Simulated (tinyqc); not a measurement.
Threshold spread from leakage statistics.

Inverse problem. VT is Gaussian with standard deviation s and Ioff goes as exp(-VT/(n Vt)), so Ioff is log-normal: mean/median = exp(w^2/2) with w = s/(n Vt). Find w, s, the relative standard deviation sqrt(exp(w^2) - 1) and the share of devices that leak more than the mean, erfc(w/(2 sqrt(2)))/2.

Parameters, values chosen for the exercise:
- T = 300 K (temperature)
- n = 1.13 (subthreshold factor)

Constants: q = 1.602176634e-19 C, kB = 1.380649e-23 J/K, Vt = kB T/q. Results are converted to the units shown.

mean/median of the off current = 1.0207012

Solution. w = sqrt(2 ln(mean/median)); the mean lies w/2 standard deviations out in ln Ioff.

w = 0.2024
s = 5.914 mV
relative standard deviation = 0.2045
share above the mean = 45.97 %

Computed by the program tinyqc: `OMP_NUM_THREADS=1 python tinyqc.py 2090054 2090055 out.jsonl`, one thread of a shared Intel Xeon 2.30GHz, about 0.01 s for the whole run.
